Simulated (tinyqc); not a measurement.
Convergence with the mesh: Koster-Slater impurity in an sp3s* host.

sp3s* tight binding, nearest neighbours only: anion (a) at 0, cation (c) at a/4 (1,1,1), orbitals s, px, py, pz, s* on each; k in units of 2 pi/a. With phases e_j = exp(i (pi/2) k.n_j) for n = (1,1,1), (1,-1,-1), (-1,1,-1), (-1,-1,1): g0 = (e1+e2+e3+e4)/4, g1 = (e1+e2-e3-e4)/4, g2 = (e1-e2+e3-e4)/4, g3 = (e1-e2-e3+e4)/4. The diagonal holds the levels Esa, Epa, Exa (s*) and Esc, Epc, Exc. Anion-cation block: <sa|sc> = Vss g0; <sa|xc> = Vsapc g1; <xa|sc> = -Vscpa g1; <xa|xc> = Vxx g0; <xa|yc> = <ya|xc> = Vxy g3, <xa|zc> = <za|xc> = Vxy g2, <ya|zc> = <za|yc> = Vxy g1; <s*a|xc> = Vxapc g1; <xa|s*c> = -Vpaxc g1; y and z take g2 and g3 in place of g1; s-s* and s*-s* vanish.

A defect on an anion site (a) shifts the s level there by Vs or the three p levels by Vp and leaves the rest. A level in the gap solves 1/Vs = G_s(E) (symmetry A1) or 1/Vp = G_p(E) (T2, threefold), with G(E) = (1/N^3) sum over k and bands of w/(E - e), where w is the weight of the state on the s orbital of that site, or the mean weight on its px, py, pz. Mesh: k = f1 (-1,1,1) + f2 (1,-1,1) + f3 (1,1,-1), f = (j + 1/2)/N, j = 0 to N - 1. Energies from the top of the valence band at Gamma; the s* orbital of the site is left as it is. An infinite shift removes the s or p orbitals, the model of the ideal vacancy: G(E) = 0.

Parameters, chosen for this exercise (out of a larger set: near a published set for Si; not measured data): p = (-4.191, 1.716, -4.191, 1.716, 6.671, 6.671, -8.287, 1.709, 4.586, 5.72, 5.72, 5.367, 5.367) eV (order Esa, Epa, Esc, Epc, Exa, Exc, Vss, Vxx, Vxy, Vsapc, Vscpa, Vxapc, Vpaxc); V = 29.3 eV (shift of the p levels).

Eg (smallest gap of the host) = 1.16218 eV

The same level (G_p = 1/V) on meshes of growing size; a dash: no level from 0 to Eg.

Mesh:

| N | points | G_p(Eg/2) (1/eV) | level (eV) |
|---|---|---|---|
| 2 | 8 | -0.01150 | 0.3079 |
| 3 | 27 | -0.01202 | 0.3004 |
| 4 | 64 | -0.01241 | 0.2983 |
| 6 | 216 | -0.01258 | 0.2972 |
| 8 | 512 | -0.01259 | 0.2970 |

Against N = 8, G at mid-gap is off by +0.00109 at N = 2 and +0.00001 1/eV at N = 6; the level moves by -0.2 meV from N = 6 to 8. Errors in G are magnified in the level by 1/|dG/dE|, and a level near a band edge needs the finest mesh, since the sum there is ruled by few points.

Program tinyqc; command `OMP_NUM_THREADS=1 python tinyqc.py 1480466 1480467 out.jsonl`; about 0.2 s on one thread of a shared Intel(R) Xeon(R) Processor @ 2.30GHz.
